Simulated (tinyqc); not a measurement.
One-electron ion in a basis of Gaussians, step by step. One step of it, computed by the program tinyqc.

Problem. Generalised eigenproblem. Solve H C = S C e through S^(-1/2); each column has its largest component positive (the first on a tie).

H = T + V (hartree):
```
,1,2,3,4,5,6
1,-8.659545,-9.718639,-9.461836,-7.990044,-6.214225,-4.652648
2,-9.718639,-10.523154,-11.525125,-13.990795,-13.496002,-11.172945
3,-9.461836,-11.525125,1.817752,3.622550,-11.859843,-19.353791
4,-7.990044,-13.990795,3.622550,83.335262,100.328549,31.490242
5,-6.214225,-13.496002,-11.859843,100.328549,450.314240,532.169049
6,-4.652648,-11.172945,-19.353791,31.490242,532.169049,1921.426109
```

S:
```
,1,2,3,4,5,6
1,1.000000,0.745264,0.364477,0.149393,0.057892,0.022077
2,0.745264,1.000000,0.745304,0.364498,0.149386,0.057890
3,0.364477,0.745304,1.000000,0.745292,0.364455,0.149368
4,0.149393,0.364498,0.745292,1.000000,0.745245,0.364424
5,0.057892,0.149386,0.364455,0.745245,1.000000,0.745251
6,0.022077,0.057890,0.149368,0.364424,0.745251,1.000000
```

Give: eigenvalues of S; eigenvalues; coefficients.

Solution.

eigenvalues of S: 0.0419  0.1169  0.3182  0.7909  1.7231  3.0090

eigenvalues (hartree): -12.4928  0.1308  37.7266  204.9177  880.7477  3601.4441

coefficients:
```
,1,2,3,4,5,6
1,0.3706,1.4363,-0.7850,0.3292,-0.1480,0.0688
2,0.5446,-1.1942,2.0052,-1.0601,0.4805,-0.2211
3,0.1793,-0.0429,-1.7576,2.0515,-1.0914,0.5023
4,0.0432,-0.0597,0.1343,-1.9259,1.9891,-1.0415
5,0.0079,-0.0006,-0.0597,0.2248,-1.9229,1.8421
6,0.0024,-0.0028,0.0033,-0.0509,0.1908,-1.7065
```

For Z = 5 and l = 0 the exact lowest level is -Z^2/(2 n^2) with n = l + 1: -12.500000 hartree.
